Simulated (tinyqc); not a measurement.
From one set of inputs to another, one input at a time: polytypes and stacking faults of a tetrahedral semiconductor in an axial Ising model with couplings up to third neighbours. Computed by tinyqc, a small Python program. Command: `OMP_NUM_THREADS=1 python tinyqc.py 3029109 3029110 out.jsonl polytype ladder`. One thread of a shared host (Intel(R) Xeon(R) Processor @ 2.30GHz), about 0.02 s of CPU time with the checks.

Each double layer has s = +1 or -1 for the sense of its stacking step; E per pair of atoms = E0 - sum_n J_n <s_i s_(i+n)>, n = 1, 2, 3. Hexagonality h = (1 - <s_i s_(i+1)>)/2.

The inputs printed are set A. Inputs not listed in the table keep their values of set A, so the rows need not describe a real material.

Inputs (values chosen for the exercise, of the order of those of SiC for J, a, G and the gaps):

| quantity | value | unit |
|---|---|---|
| J1 | 2.37 | meV/pair |
| J2 | -3.52 | meV/pair |
| J3 | -0.21 | meV/pair |
| basal lattice constant a | 3.08 | angstrom |
| gap of 3C | 2.39 | eV |
| gap of 4H | 3.26 | eV |
| binding energy of the fault level E_b | 0.24 | eV |
| in-plane mass m | 0.41 | m0 |
| effective density of states N_c at 300 K | 2.5e+19 | 1/cm^3 |
| electron density n | 2.5e+19 | 1/cm^3 |
| temperature T | 900 | K |

Host polytype: 4H.

correlations of the repeat units 3C (+), 2H (+-), 4H (++--), 6H (+++---), 15R (+++--), 8H (++++----), 21R (++++---), 9R (++-):
```
         n = 1      n = 2      n = 3
3C    1.000000   1.000000   1.000000
2H   -1.000000   1.000000  -1.000000
4H    0.000000  -1.000000   0.000000
6H    0.333333  -0.333333  -1.000000
15R   0.200000  -0.600000  -0.600000
8H    0.500000   0.000000  -0.500000
21R   0.428571  -0.142857  -0.714286
9R   -0.333333  -0.333333   1.000000
```

fault coefficients k_n:
```
                      J1  J2  J3
single Shockley (31)   0  -4   0
double Shockley (62)  -4  -8   0
Frank-type (32)       -1  -2   3
```

Constants: 1 eV/angstrom^2 = 16.02176634 J/m^2; m_0 = 9.1093837015e-31 kg; hbar = 1.054571817e-34 J s; k_B = 1.380649e-23 J/K; k_B = 8.617333262e-05 eV/K.

Method:
- E - E(3C) = sum_n J_n (1 - C_n), C_n = <s_i s_(i+n)>. The gap is taken linear in h between 3C (h = 0) and 4H (h = 1/2), a rough rule, with a dash beyond.
- Faults in 4H: the sequences single Shockley (31) (+++-), double Shockley (62) (++++++--), Frank-type (32) (+++--) are put between perfect repeats; k_n = (layers x C_n of the host) - sum_i s_i s_(i+n). gamma = sum k_n J_n/A, A = (sqrt 3/2) a^2; 1 meV/angstrom^2 = 16.02177 mJ/m^2.
- The fault binds electrons in a two-dimensional band E_b below the conduction edge, g2 = m m0/(pi hbar^2) for one valley. With the Fermi level held by the bulk, eta = ln[n/N_c(T)], N_c(T) = N_c (T/300)^1.5, the grand potential falls by g2 (k_B T)^2 F1(x), x = eta + E_b/(k_B T), F1(x) = integral from 0 to infinity of ln(1 + exp(x - t)) dt; sheet density g2 k_B T ln(1 + e^x). Band bending by the trapped charge is left out, so the gain is an upper bound.
- Net fault energy = gamma of the single Shockley (31) fault less the electronic gain.

Each row keeps all changes above it:

| input moved | from | to | energy of the glide fault, single Shockley (31) (mJ/m^2) | electronic gain (mJ/m^2) | E(6H) - E(3C) (meV/pair) |
|---|---|---|---|---|---|
| set A | - | - | 27.46 | 4.074 | -3.533 |
| electron density n (1/cm^3) | 2.5e+19 | 2.6e+17 | 27.46 | 0.072 | -3.533 |
| temperature T (K) | 900 | 400 | 27.46 | 1.122 | -3.533 |
| J2 (meV/pair) | -3.52 | -3.15 | 24.57 | 1.122 | -3.040 |
| in-plane mass m (m0) | 0.41 | 0.42 | 24.57 | 1.149 | -3.040 |
| J1 (meV/pair) | 2.37 | 1.39 | 24.57 | 1.149 | -3.693 |
| J3 (meV/pair) | -0.21 | -0.27 | 24.57 | 1.149 | -3.813 |
| binding energy of the fault level E_b (eV) | 0.24 | 0.15 | 24.57 | 0.156 | -3.813 |

energy of the glide fault, single Shockley (31) goes from 27.5 to 24.6, a factor 0.895 in all. The largest single move comes from J2 (a factor 0.895). Electronic gain goes from 4.07 to 0.156, a factor 0.0384 in all. The largest single move comes from electron density n (a factor 0.0177), and temperature T works against it (a factor 15.5). E(6H) - E(3C) goes from -3.53 to -3.81, -0.28 in all. The largest single move comes from J1 (-0.653), and J2 works against it (+0.493). The single moves hold for this order of the switches; the total does not depend on the order.

Extremes, crossings and ranges named in words are read from the listed rows.
